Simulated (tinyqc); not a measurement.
Worked calculation (part 2 of 3): UHF in the 6-31g basis, for H4+, spin multiplicity 2. Computed by tinyqc, a small Python program that keeps every step (integrals from PySCF). Command: `OMP_NUM_THREADS=1 python tinyqc.py 27968 27969 out.jsonl` (the two numbers bound the seeds that draw the settings). One thread of a shared host (Intel(R) Xeon(R) Processor @ 2.60GHz), about 0.1 s of CPU time with the checks.

Geometry (angstrom):
```
atom         x         y         z
H     0.000000  0.000000  0.000000
H     0.000000  0.000000  1.145000
H     0.000000  0.000000  2.468000
H     0.000000  0.000000  3.613000
```

## Iteration 1: building the Fock matrix

D(alpha) at the start, lower triangle:
```
           1H 1s      1H 2s      2H 1s      2H 2s      3H 1s      3H 2s     4H 1s     4H 2s
1H 1s   0.881864
1H 2s  -0.955617   1.077159
2H 1s  -0.423276   0.655475   1.133705
2H 2s   0.620150  -1.020311  -1.944536   3.350757
3H 1s  -0.243980   0.128136  -0.527132   0.968601   0.513522
3H 2s   0.016260   0.298941   1.489016  -2.637645  -1.040784   2.408004
4H 1s   0.449898  -0.549538  -0.509165   0.835328   0.078535  -0.463368  0.321921
4H 2s   0.190498  -0.216208  -0.137671   0.215793  -0.020693  -0.070861  0.111755  0.043448
```

D(beta) at the start, lower triangle:
```
           1H 1s      1H 2s      2H 1s      2H 2s      3H 1s     3H 2s     4H 1s     4H 2s
1H 1s   0.322770
1H 2s  -0.257477   0.205392
2H 1s   0.281449  -0.224514   0.245417
2H 2s  -0.545311   0.435000  -0.475500   0.921290
3H 1s  -0.391409   0.312231  -0.341301   0.661276   0.474646
3H 2s   0.707875  -0.564678   0.617252  -1.195936  -0.858410  1.552458
4H 1s   0.027162  -0.021667   0.023684  -0.045889  -0.032938  0.059569  0.002286
4H 2s   0.048041  -0.038323   0.041891  -0.081165  -0.058258  0.105361  0.004043  0.007151
```

core Hamiltonian H = T + V (hartree), lower triangle:
```
           1H 1s      1H 2s      2H 1s      2H 2s      3H 1s      3H 2s      4H 1s      4H 2s
1H 1s  -1.080432
1H 2s  -1.022717  -1.183936
2H 1s  -0.409679  -0.688340  -1.333934
2H 2s  -0.634309  -0.965404  -1.189243  -1.419600
3H 1s  -0.003701  -0.092879  -0.266601  -0.573569  -1.333934
3H 2s  -0.090804  -0.295535  -0.573569  -0.916414  -1.189243  -1.419600
4H 1s  -0.000002  -0.004849  -0.003701  -0.090804  -0.409679  -0.634309  -1.080432
4H 2s  -0.004849  -0.047590  -0.092879  -0.295535  -0.688340  -0.965404  -1.022717  -1.183936
```

nuclear repulsion = 1.89960535 hartree

Given earlier and not repeated: Two-electron integrals (ij|kl) in chemists' order.

J_ij = sum D_kl (ij|kl) with D = D(alpha) + D(beta), K_ij = sum D_kl (ik|jl) for each spin; F = H + J - K(s); E = tr D H + tr D J / 2 - 0.5 sum_s tr D(s) K(s) + E_nn.

Coulomb J (hartree), lower triangle:
```
          1H 1s     1H 2s     2H 1s     2H 2s     3H 1s     3H 2s     4H 1s     4H 2s
1H 1s  1.220727
1H 2s  0.730567  0.935952
2H 1s  0.211454  0.424018  1.295258
2H 2s  0.408291  0.690811  0.782142  1.021408
3H 1s  0.000774  0.041614  0.113931  0.315434  1.150784
3H 2s  0.044487  0.176503  0.336854  0.604279  0.718756  0.981329
4H 1s  0.000000  0.001630  0.000704  0.041359  0.193903  0.380760  1.118763
4H 2s  0.001761  0.023313  0.043081  0.170239  0.388780  0.655185  0.682282  0.884722
```

exchange K(alpha) (hartree), lower triangle:
```
           1H 1s      1H 2s      2H 1s      2H 2s     3H 1s     3H 2s     4H 1s     4H 2s
1H 1s   0.357884
1H 2s   0.121099   0.108258
2H 1s  -0.053794  -0.001260   0.285353
2H 2s   0.063546   0.067120   0.055662   0.062277
3H 1s   0.004925   0.009751  -0.009073   0.011986  0.064922
3H 2s   0.010691  -0.011194   0.033679   0.013427  0.013145  0.087319
4H 1s   0.035645  -0.009498  -0.027407   0.005754  0.020194  0.123316  0.366277
4H 2s   0.019265  -0.024462  -0.000478  -0.000156  0.007665  0.121228  0.234909  0.201982
```

exchange K(beta) (hartree), lower triangle:
```
           1H 1s      1H 2s      2H 1s      2H 2s      3H 1s     3H 2s     4H 1s     4H 2s
1H 1s   0.034382
1H 2s   0.000778   0.054749
2H 1s   0.005981  -0.005468   0.034302
2H 2s   0.000336   0.032687   0.003979   0.025419
3H 1s  -0.001369   0.007186  -0.004129   0.008711   0.055055
3H 2s   0.003886  -0.017453   0.012855   0.001506   0.005822  0.073140
4H 1s   0.003552  -0.020139   0.008764  -0.003391  -0.005803  0.078284  0.124642
4H 2s   0.005208  -0.029450   0.012997  -0.005257  -0.004820  0.099393  0.125957  0.150079
```

F(alpha) (hartree), lower triangle:
```
           1H 1s      1H 2s      2H 1s      2H 2s      3H 1s      3H 2s      4H 1s      4H 2s
1H 1s  -0.217589
1H 2s  -0.413249  -0.356241
2H 1s  -0.144431  -0.263062  -0.324028
2H 2s  -0.289564  -0.341713  -0.462764  -0.460469
3H 1s  -0.007853  -0.061016  -0.143597  -0.270121  -0.248072
3H 2s  -0.057008  -0.107838  -0.270394  -0.325562  -0.483633  -0.525590
4H 1s  -0.035647   0.006278   0.024410  -0.055200  -0.235969  -0.376865  -0.327947
4H 2s  -0.022353   0.000185  -0.049320  -0.125141  -0.307224  -0.431448  -0.575345  -0.501195
```

F(beta) (hartree), lower triangle:
```
           1H 1s      1H 2s      2H 1s      2H 2s      3H 1s      3H 2s      4H 1s      4H 2s
1H 1s   0.105912
1H 2s  -0.292928  -0.302733
2H 1s  -0.204206  -0.258854  -0.072978
2H 2s  -0.226354  -0.307281  -0.411080  -0.423611
3H 1s  -0.001558  -0.058451  -0.148541  -0.266846  -0.238205
3H 2s  -0.050203  -0.101579  -0.249571  -0.313641  -0.476309  -0.511411
4H 1s  -0.003554   0.016920  -0.011761  -0.046055  -0.209972  -0.331833  -0.086312
4H 2s  -0.008296   0.005173  -0.062795  -0.120040  -0.294739  -0.409613  -0.466392  -0.449293
```

total energy of this density = 1.32103970 hartree

## Iteration 1: diagonalisation and new density

X, lower triangle:
```
           1H 1s      1H 2s      2H 1s      2H 2s      3H 1s      3H 2s      4H 1s     4H 2s
1H 1s   1.254865
1H 2s  -0.496562   1.689770
2H 1s  -0.006222   0.073937   1.278440
2H 2s   0.006122  -0.849745  -0.611040   2.323267
3H 1s  -0.011003  -0.006728   0.011077   0.088294   1.278440
3H 2s   0.045033   0.329088   0.088294  -1.051000  -0.611040   2.323267
4H 1s  -0.001196  -0.016695  -0.011003   0.045033  -0.006222   0.006122   1.254865
4H 2s  -0.016695  -0.104572  -0.006728   0.329088   0.073937  -0.849745  -0.496562  1.689770
```

Diagonalise F' = X^T F X, C = X C', fill 2 alpha and 1 beta electrons from the bottom; D(s) = C_occ C_occ^T. Each column has its largest component positive (the first on a tie).

F' = X^T F X (alpha) (hartree), lower triangle:
```
           1          2          3          4          5          6          7          8
1   0.081576
2  -0.386943   0.038924
3   0.019013  -0.019834  -0.032122
4  -0.123794  -0.173384  -0.402176   0.052504
5   0.007634  -0.000746   0.005999  -0.076447   0.101622
6   0.049821   0.033333  -0.095794  -0.137649  -0.453576   0.015885
7  -0.051301   0.003847   0.043211   0.038833  -0.068603  -0.103349   0.073425
8  -0.037932   0.032596   0.014152   0.019859   0.002162  -0.207130  -0.533437  -0.004350
```

orbital energies (alpha) (hartree): MO1 -0.673875, MO2 -0.542191, MO3 -0.354150, MO4 -0.124303, MO5 0.452429, MO6 0.456745, MO7 0.477506, MO8 0.635304

coefficients C (alpha):
```
             MO1        MO2        MO3        MO4        MO5        MO6        MO7        MO8
1H 1s   0.081501   0.179292  -0.420539   0.190229   1.181430   0.338469   0.223507   0.107912
1H 2s  -0.020544   0.138827  -0.469012   0.655557  -1.118821  -1.418085  -0.035919   0.124707
2H 1s   0.127250   0.325590   0.254852  -0.500914   0.434736  -1.171139  -0.149150  -0.022242
2H 2s   0.031634   0.499308  -0.019975  -0.843421  -0.207751   2.490363  -0.340414  -0.626700
3H 1s   0.204469   0.082215   0.191733   0.410385   0.144788   0.173559  -0.966253  -0.884812
3H 2s   0.367134  -0.044681   0.618193   0.980691   0.028922  -1.272146   1.193650   1.786358
4H 1s   0.333397  -0.208555  -0.229319  -0.132345  -0.001288   0.118136  -0.835911   0.941441
4H 2s   0.300214  -0.287572  -0.513641  -0.728652  -0.094808   0.353732   0.383198  -1.643304
```

F' = X^T F X (beta) (hartree), lower triangle:
```
           1          2          3          4          5          6          7         8
1   0.455714
2  -0.407630   0.051699
3  -0.110604   0.005080   0.315279
4  -0.033962  -0.184729  -0.493722   0.106501
5   0.013688  -0.002214  -0.008954  -0.069952   0.111408
6   0.030077   0.037431  -0.059275  -0.153026  -0.457159   0.024422
7  -0.013855  -0.005810  -0.010905   0.077095  -0.056078  -0.114032   0.332403
8  -0.031637   0.030715   0.004635   0.026633   0.003894  -0.210622  -0.504888  0.005087
```

orbital energies (beta) (hartree): MO1 -0.608273, MO2 -0.448286, MO3 -0.220063, MO4 -0.019564, MO5 0.533764, MO6 0.609975, MO7 0.708772, MO8 0.846188

coefficients C (beta):
```
             MO1        MO2        MO3        MO4        MO5        MO6        MO7        MO8
1H 1s   0.044062   0.105199   0.176911  -0.086845  -0.143734  -0.969038   0.309818   0.846308
1H 2s  -0.010343   0.189353   0.548834  -1.151465   0.352328   0.338679  -0.530472  -1.328796
2H 1s   0.137891   0.201760   0.016136   0.288543  -0.315994  -0.844400  -0.215543  -1.009360
2H 2s   0.030509   0.618623  -0.030271   1.354902  -0.442319   1.337904   0.778874   1.703875
3H 1s   0.244817   0.080008  -0.297339  -0.332433  -1.177172   0.367775   0.484706  -0.013302
3H 2s   0.506606  -0.157591  -0.681152  -0.986328   1.674164  -1.149962  -1.265188  -0.521091
4H 1s   0.194122  -0.161580   0.191504   0.039978  -0.451654   0.055962  -1.162531   0.403858
4H 2s   0.218046  -0.345981   0.806501   0.666928  -0.243624   0.464277   1.542160  -0.182603
```

D(alpha) after iteration 1, lower triangle:
```
           1H 1s      1H 2s      2H 1s      2H 2s     3H 1s     3H 2s     4H 1s     4H 2s
1H 1s   0.038788
1H 2s   0.023216   0.019695
2H 1s   0.068747   0.042587   0.122201
2H 2s   0.092100   0.068668   0.166595   0.250309
3H 1s   0.031405   0.007213   0.052787   0.047519  0.048567
3H 2s   0.021911  -0.013745   0.032170  -0.010696  0.071394  0.136784
4H 1s  -0.010220  -0.035802  -0.025479  -0.093586  0.051023  0.131720  0.154649
4H 2s  -0.027092  -0.046090  -0.055428  -0.134090  0.037742  0.123068  0.160065  0.172826
```

D(beta) after iteration 1, lower triangle:
```
           1H 1s      1H 2s     2H 1s     2H 2s     3H 1s     3H 2s     4H 1s     4H 2s
1H 1s   0.001941
1H 2s  -0.000456   0.000107
2H 1s   0.006076  -0.001426  0.019014
2H 2s   0.001344  -0.000316  0.004207  0.000931
3H 1s   0.010787  -0.002532  0.033758  0.007469  0.059935
3H 2s   0.022322  -0.005240  0.069856  0.015456  0.124026  0.256649
4H 1s   0.008553  -0.002008  0.026768  0.005923  0.047524  0.098343  0.037684
4H 2s   0.009608  -0.002255  0.030067  0.006652  0.053381  0.110463  0.042328  0.047544
```

## Iteration 2: building the Fock matrix

As before.

Coulomb J (hartree), lower triangle:
```
          1H 1s     1H 2s     2H 1s     2H 2s     3H 1s     3H 2s     4H 1s     4H 2s
1H 1s  0.879256
1H 2s  0.557994  0.773639
2H 1s  0.187960  0.417956  1.320457
2H 2s  0.328074  0.633438  0.812059  1.057325
3H 1s  0.000821  0.052843  0.140932  0.413377  1.564435
3H 2s  0.038568  0.186111  0.372045  0.707393  0.961981  1.231720
4H 1s  0.000000  0.002192  0.000951  0.055189  0.265372  0.500261  1.458323
4H 2s  0.001636  0.027291  0.050338  0.212471  0.524418  0.833356  0.883407  1.112416
```

exchange K(alpha) (hartree), lower triangle:
```
           1H 1s      1H 2s      2H 1s     2H 2s     3H 1s     3H 2s     4H 1s     4H 2s
1H 1s   0.222510
1H 2s   0.219232   0.261308
2H 1s   0.205529   0.300206   0.523587
2H 2s   0.224175   0.309203   0.447244  0.452253
3H 1s   0.033516   0.066032   0.127177  0.192912  0.342252
3H 2s   0.074299   0.125368   0.222260  0.282522  0.342213  0.420775
4H 1s  -0.015930  -0.017583  -0.007891  0.045082  0.221003  0.318586  0.561458
4H 2s  -0.002230   0.006437   0.034268  0.095955  0.265664  0.352069  0.456693  0.433953
```

exchange K(beta) (hartree), lower triangle:
```
          1H 1s     1H 2s     2H 1s     2H 2s     3H 1s     3H 2s     4H 1s     4H 2s
1H 1s  0.007122
1H 2s  0.009373  0.018117
2H 1s  0.016183  0.038187  0.096841
2H 2s  0.018849  0.046450  0.104374  0.144074
3H 1s  0.015829  0.048907  0.107315  0.197345  0.421739
3H 2s  0.020969  0.059525  0.128612  0.219868  0.392651  0.423967
4H 1s  0.008521  0.023776  0.046931  0.096616  0.202825  0.247880  0.262053
4H 2s  0.013292  0.037497  0.076290  0.146499  0.284882  0.328923  0.256557  0.299888
```

F(alpha) (hartree), lower triangle:
```
           1H 1s      1H 2s      2H 1s      2H 2s      3H 1s      3H 2s      4H 1s      4H 2s
1H 1s  -0.423687
1H 2s  -0.683955  -0.671606
2H 1s  -0.427249  -0.570590  -0.537063
2H 2s  -0.530410  -0.641169  -0.824428  -0.814528
3H 1s  -0.036396  -0.106068  -0.252846  -0.353103  -0.111751
3H 2s  -0.126536  -0.234792  -0.423784  -0.491544  -0.569475  -0.608655
4H 1s   0.015927   0.014926   0.005141  -0.080697  -0.365310  -0.452634  -0.183568
4H 2s  -0.000983  -0.026736  -0.076809  -0.179020  -0.429586  -0.484118  -0.596003  -0.505473
```

F(beta) (hartree), lower triangle:
```
           1H 1s      1H 2s      2H 1s      2H 2s      3H 1s      3H 2s      4H 1s      4H 2s
1H 1s  -0.208298
1H 2s  -0.474096  -0.428414
2H 1s  -0.237903  -0.308571  -0.110318
2H 2s  -0.325084  -0.378417  -0.481558  -0.506348
3H 1s  -0.018709  -0.088943  -0.232984  -0.357536  -0.191238
3H 2s  -0.073205  -0.168950  -0.330136  -0.428890  -0.619913  -0.611847
4H 1s  -0.008523  -0.026433  -0.049682  -0.132231  -0.347132  -0.381928   0.115838
4H 2s  -0.016505  -0.057796  -0.118832  -0.229563  -0.448804  -0.460972  -0.395867  -0.371407
```

total energy of this density = -1.59480144 hartree

## Iteration 2: DIIS over 2 matrices

error matrix X^T (FDS - SDF) X (alpha):
```
           1          2          3          4          5          6          7          8
1   0.000000  -0.031178  -0.032981  -0.055682  -0.027760  -0.005648   0.067260   0.062444
2   0.031178   0.000000   0.001976  -0.022888  -0.051248  -0.028442   0.031510   0.018096
3   0.032981  -0.001976   0.000000  -0.032425  -0.060508  -0.037712   0.041360   0.029514
4   0.055682   0.022888   0.032425   0.000000  -0.060021  -0.034285   0.033565   0.021047
5   0.027760   0.051248   0.060508   0.060021   0.000000  -0.021327  -0.047734  -0.037813
6   0.005648   0.028442   0.037712   0.034285   0.021327   0.000000  -0.004345   0.016874
7  -0.067260  -0.031510  -0.041360  -0.033565   0.047734   0.004345   0.000000   0.032804
8  -0.062444  -0.018096  -0.029514  -0.021047   0.037813  -0.016874  -0.032804   0.000000
```

B (overlaps of the stored error matrices):
```
               1              2
1  1.3780904e+00  1.3141808e-01
2  1.3141808e-01  1.0853744e-01
```

Minimise |sum c_i e_i|^2 with sum c_i = 1: solve [B -1; -1 0][c; lambda] = [0; -1] with B_ij = tr e_i^T e_j summed over both spins, and take F = sum c_i F_i.

DIIS coefficients: -0.018697  1.018697

extrapolated F(alpha) (hartree), lower triangle:
```
           1H 1s      1H 2s      2H 1s      2H 2s      3H 1s      3H 2s      4H 1s      4H 2s
1H 1s  -0.427540
1H 2s  -0.689016  -0.677502
2H 1s  -0.432537  -0.576339  -0.541046
2H 2s  -0.534913  -0.646768  -0.831190  -0.821147
3H 1s  -0.036930  -0.106910  -0.254889  -0.354655  -0.109202
3H 2s  -0.127836  -0.237166  -0.426652  -0.494647  -0.571080  -0.610208
4H 1s   0.016892   0.015088   0.004781  -0.081174  -0.367728  -0.454050  -0.180868
4H 2s  -0.000583  -0.027240  -0.077323  -0.180027  -0.431874  -0.485103  -0.596389  -0.505553
```

extrapolated F(beta) (hartree), lower triangle:
```
           1H 1s      1H 2s      2H 1s      2H 2s      3H 1s      3H 2s      4H 1s      4H 2s
1H 1s  -0.214173
1H 2s  -0.477483  -0.430764
2H 1s  -0.238533  -0.309500  -0.111016
2H 2s  -0.326930  -0.379747  -0.482876  -0.507895
3H 1s  -0.019030  -0.089513  -0.234563  -0.359232  -0.190359
3H 2s  -0.073635  -0.170209  -0.331643  -0.431045  -0.622598  -0.613725
4H 1s  -0.008615  -0.027244  -0.050391  -0.133842  -0.349696  -0.382865   0.119617
4H 2s  -0.016658  -0.058973  -0.119879  -0.231611  -0.451685  -0.461932  -0.394549  -0.369951
```

## Iteration 2: diagonalisation and new density

As before.

F' = X^T F X (alpha) (hartree), lower triangle:
```
           1          2          3          4          5          6          7         8
1   0.012612
2  -0.537682  -0.106757
3  -0.170046  -0.115163   0.002674
4  -0.166597  -0.228626  -0.699742  -0.007999
5  -0.008911   0.010790  -0.072611  -0.062856   0.410716
6   0.047609  -0.018651  -0.088454  -0.234618  -0.623814   0.168949
7   0.002123  -0.003684   0.017317   0.073654  -0.164929  -0.166526   0.329262
8  -0.008644   0.024136   0.030872  -0.005890  -0.086820  -0.216059  -0.625087  0.076890
```

orbital energies (alpha) (hartree): MO1 -1.041033, MO2 -0.711484, MO3 -0.348828, MO4 0.010240, MO5 0.476752, MO6 0.675554, MO7 0.854597, MO8 0.970548

coefficients C (alpha):
```
            MO1        MO2        MO3        MO4        MO5        MO6        MO7        MO8
1H 1s  0.274702  -0.147352   0.334246   0.025115  -1.210553   0.351672   0.072251   0.141101
1H 2s  0.152103  -0.160464   0.858153   0.671399   1.228873  -0.948022  -0.488792   0.255165
2H 1s  0.365887  -0.034437  -0.253961  -0.227930  -0.279546  -1.129596  -0.596043   0.245888
2H 2s  0.429427  -0.125753  -0.778685  -1.090702   0.003878   1.774587   1.150628  -1.116444
3H 1s  0.112829   0.221712  -0.054178   0.254497  -0.195286  -0.334280   0.313377  -1.282066
3H 2s  0.009704   0.369181  -0.010467   1.534627   0.070893  -0.427553  -0.575323   2.169186
4H 1s  0.032806   0.320589   0.167546  -0.162828  -0.010953  -0.448192   1.122299   0.452523
4H 2s  0.029288   0.335838   0.324204  -1.105710   0.050902   0.615031  -0.885271  -1.158915
```

F' = X^T F X (beta) (hartree), lower triangle:
```
           1          2          3          4          5          6          7         8
1   0.149029
2  -0.464128  -0.031898
3  -0.090234  -0.022771   0.321341
4  -0.091232  -0.144863  -0.543545   0.135028
5  -0.004168   0.014198  -0.069491  -0.069610   0.345910
6   0.051919  -0.014814  -0.070895  -0.237449  -0.658059   0.142100
7  -0.007541  -0.020221  -0.013747   0.039494  -0.163363  -0.137447   0.583711
8  -0.016274   0.008929   0.000922  -0.040188  -0.104857  -0.221475  -0.521672  0.151996
```

orbital energies (beta) (hartree): MO1 -0.764198, MO2 -0.497461, MO3 -0.189261, MO4 0.075559, MO5 0.514866, MO6 0.746122, MO7 0.919972, MO8 0.991619

coefficients C (beta):
```
            MO1        MO2        MO3        MO4        MO5        MO6        MO7        MO8
1H 1s  0.100261   0.350035  -0.183305   0.000565  -1.232678   0.346024   0.006466   0.135344
1H 2s  0.060162   0.510162  -0.840303   0.682666   1.235941  -0.799648  -0.579369   0.101523
2H 1s  0.182123   0.130082   0.257834  -0.169565  -0.249754  -1.106763  -0.762694   0.083932
2H 2s  0.180861   0.159077   1.037036  -1.171270  -0.075912   1.444194   1.626689  -0.687650
3H 1s  0.283583  -0.134507  -0.016763   0.229785  -0.214050  -0.504372   0.788333  -0.973703
3H 2s  0.422007  -0.294718  -0.199107   1.497893   0.148653  -0.014727  -1.476697   1.721786
4H 1s  0.142700  -0.100313  -0.165918  -0.132974  -0.016456  -0.434544   0.801041   0.957791
4H 2s  0.121403  -0.104209  -0.382108  -1.244561   0.022368   0.411290  -0.211622  -1.419159
```

D(alpha) after iteration 2, lower triangle:
```
           1H 1s      1H 2s      2H 1s      2H 2s     3H 1s     3H 2s     4H 1s     4H 2s
1H 1s   0.097174
1H 2s   0.065428   0.048884
2H 1s   0.105584   0.061178   0.135059
2H 2s   0.136494   0.085496   0.161453   0.200222
3H 1s  -0.001675  -0.018415   0.033648   0.020571  0.061887
3H 2s  -0.051734  -0.057764  -0.009163  -0.042258  0.082947  0.136389
4H 1s  -0.038228  -0.046453   0.000963  -0.026227  0.074780  0.118674  0.103854
4H 2s  -0.041441  -0.049435  -0.000849  -0.029656  0.077764  0.124269  0.108627  0.113645
```

D(beta) after iteration 2, lower triangle:
```
          1H 1s     1H 2s     2H 1s     2H 2s     3H 1s     3H 2s     4H 1s     4H 2s
1H 1s  0.010052
1H 2s  0.006032  0.003619
2H 1s  0.018260  0.010957  0.033169
2H 2s  0.018133  0.010881  0.032939  0.032711
3H 1s  0.028432  0.017061  0.051647  0.051289  0.080419
3H 2s  0.042311  0.025389  0.076857  0.076324  0.119674  0.178090
4H 1s  0.014307  0.008585  0.025989  0.025809  0.040467  0.060220  0.020363
4H 2s  0.012172  0.007304  0.022110  0.021957  0.034428  0.051233  0.017324  0.014739
```
